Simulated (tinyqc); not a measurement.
RKS/BLYP in the 6-311g basis, for H2, spin multiplicity 1, step by step. One step of it, computed by the program tinyqc.

Task: Iteration 1: building the Kohn-Sham matrix. J_ij = sum D_kl (ij|kl); F = H + J + V_xc; E = tr D H + tr D J / 2 + E_xc + E_nn.

D at the start:
```
           1H 1s      1H 2s     1H 3s      2H 1s      2H 2s     2H 3s
1H 1s   0.095635   0.155382  0.098544   0.001209  -0.001254  0.003337
1H 2s   0.155382   0.252564  0.160039  -0.001254  -0.007267  0.002108
1H 3s   0.098544   0.160039  0.101588   0.003337   0.002108  0.005594
2H 1s   0.001209  -0.001254  0.003337   0.095635   0.155382  0.098544
2H 2s  -0.001254  -0.007267  0.002108   0.155382   0.252564  0.160039
2H 3s   0.003337   0.002108  0.005594   0.098544   0.160039  0.101588
```

core Hamiltonian H = T + V (hartree):
```
           1H 1s      1H 2s      1H 3s      2H 1s      2H 2s      2H 3s
1H 1s  -0.215695  -0.800471  -0.561443  -0.096873  -0.277397  -0.343348
1H 2s  -0.800471  -0.828946  -0.712967  -0.277397  -0.452325  -0.511702
1H 3s  -0.561443  -0.712967  -0.718495  -0.343348  -0.511702  -0.591863
2H 1s  -0.096873  -0.277397  -0.343348  -0.215695  -0.800471  -0.561443
2H 2s  -0.277397  -0.452325  -0.511702  -0.800471  -0.828946  -0.712967
2H 3s  -0.343348  -0.511702  -0.591863  -0.561443  -0.712967  -0.718495
```

Two-electron integrals (ij|kl) in chemists' order, unique and non-zero (hartree):
```
(11|11) 1.393035   (21|11) 0.822971   (21|21) 0.509703   (22|11) 0.822904
(22|21) 0.543028   (22|22) 0.644106   (31|11) 0.411256   (31|21) 0.257757
(31|22) 0.279868   (31|31) 0.130794   (32|11) 0.543681   (32|21) 0.365771
(32|22) 0.452669   (32|31) 0.189803   (32|32) 0.325140   (33|11) 0.494021
(33|21) 0.340115   (33|22) 0.445993   (33|31) 0.178035   (33|32) 0.331779
(33|33) 0.361682   (41|11) 0.018386   (41|21) 0.012377   (41|22) 0.015067
(41|31) 0.006414   (41|32) 0.010651   (41|33) 0.010530   (41|41) 0.000667
(42|11) 0.077366   (42|21) 0.054113   (42|22) 0.072819   (42|31) 0.028471
(42|32) 0.054441   (42|33) 0.058829   (42|41) 0.003313   (42|42) 0.022659
(43|11) 0.093611   (43|21) 0.065829   (43|22) 0.090573   (43|31) 0.034730
(43|32) 0.068924   (43|33) 0.077159   (43|41) 0.003963   (43|42) 0.030064
(43|43) 0.041941   (44|11) 0.408903   (44|21) 0.288670   (44|22) 0.404040
(44|31) 0.152613   (44|32) 0.311371   (44|33) 0.355749   (44|41) 0.018386
(44|42) 0.159634   (44|43) 0.230457   (44|44) 1.393035   (51|11) 0.159634
(51|21) 0.100866   (51|22) 0.110909   (51|31) 0.051301   (51|32) 0.075553
(51|33) 0.071268   (51|41) 0.003313   (51|42) 0.014661   (51|43) 0.017569
(51|44) 0.077366   (51|51) 0.022659   (52|11) 0.244600   (52|21) 0.165913
(52|22) 0.208830   (52|31) 0.086337   (52|32) 0.151202   (52|33) 0.156126
(52|41) 0.007136   (52|42) 0.040253   (52|43) 0.051575   (52|44) 0.244600
(52|51) 0.040253   (52|52) 0.091789   (53|11) 0.237117   (53|21) 0.164135
(53|22) 0.217796   (53|31) 0.086084   (53|32) 0.162954   (53|33) 0.178985
(53|41) 0.007520   (53|42) 0.048665   (53|43) 0.066270   (53|44) 0.326759
(53|51) 0.040324   (53|52) 0.103491   (53|53) 0.127755   (54|11) 0.288670
(54|21) 0.203559   (54|22) 0.283416   (54|31) 0.107547   (54|32) 0.217751
(54|33) 0.248394   (54|41) 0.012377   (54|42) 0.100866   (54|43) 0.144785
(54|44) 0.822971   (54|51) 0.054113   (54|52) 0.165913   (54|53) 0.220678
(54|54) 0.509703   (55|11) 0.404040   (55|21) 0.283416   (55|22) 0.389162
(55|31) 0.149411   (55|32) 0.297259   (55|33) 0.338742   (55|41) 0.015067
(55|42) 0.110909   (55|43) 0.157820   (55|44) 0.822904   (55|51) 0.072819
(55|52) 0.208830   (55|53) 0.275566   (55|54) 0.543028   (55|55) 0.644106
(61|11) 0.230457   (61|21) 0.144785   (61|22) 0.157820   (61|31) 0.073520
(61|32) 0.107187   (61|33) 0.100731   (61|41) 0.003963   (61|42) 0.017569
(61|43) 0.021303   (61|44) 0.093611   (61|51) 0.030064   (61|52) 0.051575
(61|53) 0.051513   (61|54) 0.065829   (61|55) 0.090573   (61|61) 0.041941
(62|11) 0.326759   (62|21) 0.220678   (62|22) 0.275566   (62|31) 0.114673
(62|32) 0.198915   (62|33) 0.204709   (62|41) 0.007520   (62|42) 0.040324
(62|43) 0.051513   (62|44) 0.237117   (62|51) 0.048665   (62|52) 0.103491
(62|53) 0.114390   (62|54) 0.164135   (62|55) 0.217796   (62|61) 0.066270
(62|62) 0.127755   (63|11) 0.331436   (63|21) 0.229195   (63|22) 0.304196
(63|31) 0.120183   (63|32) 0.228145   (63|33) 0.253012   (63|41) 0.008476
(63|42) 0.051629   (63|43) 0.069762   (63|44) 0.331436   (63|51) 0.051629
(63|52) 0.123835   (63|53) 0.150147   (63|54) 0.229195   (63|55) 0.304196
(63|61) 0.069762   (63|62) 0.150147   (63|63) 0.195669   (64|11) 0.152613
(64|21) 0.107547   (64|22) 0.149411   (64|31) 0.056802   (64|32) 0.114672
(64|33) 0.130754   (64|41) 0.006414   (64|42) 0.051301   (64|43) 0.073520
(64|44) 0.411256   (64|51) 0.028471   (64|52) 0.086337   (64|53) 0.114673
(64|54) 0.257757   (64|55) 0.279868   (64|61) 0.034730   (64|62) 0.086084
(64|63) 0.120183   (64|64) 0.130794   (65|11) 0.311371   (65|21) 0.217751
(65|22) 0.297259   (65|31) 0.114672   (65|32) 0.226703   (65|33) 0.258932
(65|41) 0.010651   (65|42) 0.075553   (65|43) 0.107187   (65|44) 0.543681
(65|51) 0.054441   (65|52) 0.151202   (65|53) 0.198915   (65|54) 0.365771
(65|55) 0.452669   (65|61) 0.068924   (65|62) 0.162954   (65|63) 0.228145
(65|64) 0.189803   (65|65) 0.325140   (66|11) 0.355749   (66|21) 0.248394
(66|22) 0.338742   (66|31) 0.130754   (66|32) 0.258932   (66|33) 0.299487
(66|41) 0.010530   (66|42) 0.071268   (66|43) 0.100731   (66|44) 0.494021
(66|51) 0.058829   (66|52) 0.156126   (66|53) 0.204709   (66|54) 0.340115
(66|55) 0.445993   (66|61) 0.077159   (66|62) 0.178985   (66|63) 0.253012
(66|64) 0.178035   (66|65) 0.331779   (66|66) 0.361682
```

nuclear repulsion = 0.40894684 hartree

V_xc (hartree):
```
           1H 1s      1H 2s      1H 3s      2H 1s      2H 2s      2H 3s
1H 1s  -0.591567  -0.347963  -0.174422  -0.009439  -0.069425  -0.098460
1H 2s  -0.347963  -0.359159  -0.241107  -0.069425  -0.136275  -0.156052
1H 3s  -0.174422  -0.241107  -0.218994  -0.098460  -0.156052  -0.170342
2H 1s  -0.009439  -0.069425  -0.098460  -0.591567  -0.347963  -0.174422
2H 2s  -0.069425  -0.136275  -0.156052  -0.347963  -0.359159  -0.241107
2H 3s  -0.098460  -0.156052  -0.170342  -0.174422  -0.241107  -0.218994
```

E_xc = sum of w rho eps_xc = -0.61397264 hartree

Give: Coulomb J; Kohn-Sham matrix F; total energy of this density.

Result:

Coulomb J (hartree):
```
        1H 1s   1H 2s   1H 3s   2H 1s   2H 2s   2H 3s
1H 1s  1.3030  0.8581  0.4431  0.0304  0.1884  0.2558
1H 2s  0.8581  1.0432  0.7519  0.1884  0.4194  0.4943
1H 3s  0.4431  0.7519  0.7825  0.2558  0.4943  0.6067
2H 1s  0.0304  0.1884  0.2558  1.3030  0.8581  0.4431
2H 2s  0.1884  0.4194  0.4943  0.8581  1.0432  0.7519
2H 3s  0.2558  0.4943  0.6067  0.4431  0.7519  0.7825
```

Kohn-Sham matrix F (hartree):
```
         1H 1s    1H 2s    1H 3s    2H 1s    2H 2s    2H 3s
1H 1s   0.4957  -0.2904  -0.2927  -0.0759  -0.1584  -0.1860
1H 2s  -0.2904  -0.1449  -0.2022  -0.1584  -0.1692  -0.1735
1H 3s  -0.2927  -0.2022  -0.1550  -0.1860  -0.1735  -0.1555
2H 1s  -0.0759  -0.1584  -0.1860   0.4957  -0.2904  -0.2927
2H 2s  -0.1584  -0.1692  -0.1735  -0.2904  -0.1449  -0.2022
2H 3s  -0.1860  -0.1735  -0.1555  -0.2927  -0.2022  -0.1550
```

total energy of this density = -0.928064 hartree

This density is the starting one; it is not idempotent, so its energy is not variational and may lie below the converged one.
